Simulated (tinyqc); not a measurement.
Worked calculation: configuration-coordinate model of carrier capture at a defect. Values are carried at full precision from step to step, so a last printed digit may differ when a step is redone from the rounded ones.

Two parabolas of equal curvature k in one coordinate Q: with the carrier free at the band edge, U_f = k Q^2/2; with the carrier trapped, U_t = k (Q - dQ)^2/2 - ET. ER = k dQ^2/2, Huang-Rhys factor S = ER/hw, hw = 0.0646541 sqrt(k/M) eV for k in eV/angstrom^2 and M in u. The curves cross at a height Eb = (ER - ET)^2/(4 ER) above the free minimum.

Constants: kB = 8.617333262e-05 eV/K.

Values chosen for the exercise (of the size met at a vacancy centre in SiC; shifted at random, so the results belong to these values and not to a real crystal):
- ET = 0.73 eV (thermal depth of the level below the band edge)
- ER = 0.21 eV (relaxation energy)
- hw = 0.05 eV (phonon energy of the mode)
- M = 28 u (mass of the mode)
- T = 350 K (temperature)
- nu = 1e+13 1/s (attempt rate)

## The two parabolas

Form S, k, dQ, the crossing point Qc = (ER - ET)/(k dQ), Eb, and the emission barrier Eb + ET.

S = 4.200
k = 16.7458 eV/angstrom^2
dQ = 0.1584 angstrom
Qc = -0.1961 angstrom

barriers (eV): capture 0.3219, emission 1.0519

ER < ET: the crossing lies on the far side of the free minimum (the inverted case), where tunnelling between vibrational states can matter much if Eb is well above hw.

## Optical transitions

Vertical ionisation from the trapped minimum costs ET + ER; vertical capture from the free minimum releases ET - ER (none if negative); the band has a standard deviation sqrt(S hw^2 coth(hw/2kT)) with S = ER/hw, and a full width 2.35482 times that.

energies (eV): ionisation peak 0.940, zero-phonon 0.730, emission peak 0.520

coth(hw/2kT) = 1.4708
standard deviation = 0.1243 eV
full width = 0.2926 eV

Radiative capture would peak at 0.520 eV. The optical peak exceeds the thermal depth by a factor 1.29.

## The multiphonon factor

Multiphonon factor for giving p = ET/hw phonons to the lattice: W = exp(-S (2 nb + 1)) ((nb + 1)/nb)^(p/2) I_p(x), nb = 1/(exp(hw/kT) - 1), x = 2 S sqrt(nb (nb + 1)), I_p the modified Bessel function. Classical limit: W = hw exp(-Eb/kT)/sqrt(4 pi ER kT). At T = 0: exp(-S) S^p/Gamma(p + 1).

Form p, nb, x and ln W, the classical ln W, and the capture time 1/(nu W).

p, nb, x: 14.6000  0.2354  4.5301

ln W: quantum -8.621, classical -12.403

capture time = 5.55e-10 s

The quantum factor is 43.9 times the classical one at kT/hw = 0.60: nuclear tunnelling rules.

## Emission by detailed balance

For equal degeneracies and one band-edge state, emission time = capture time x exp(ET/kT).

ET/kT = 24.204
log10 of the emission time in s = 1.26

## Checks

- Ln W for the nearest whole p against the double Poisson sum over emitted and absorbed phonons: both -9.06166.

Computed by tinyqc, a small Python program: `OMP_NUM_THREADS=1 python tinyqc.py 1481069 1481070 out.jsonl` (the numbers bound the seed that draws the inputs); one thread of a shared host (Intel(R) Xeon(R) Processor @ 2.30GHz), about 0.01 s for the whole set of steps.
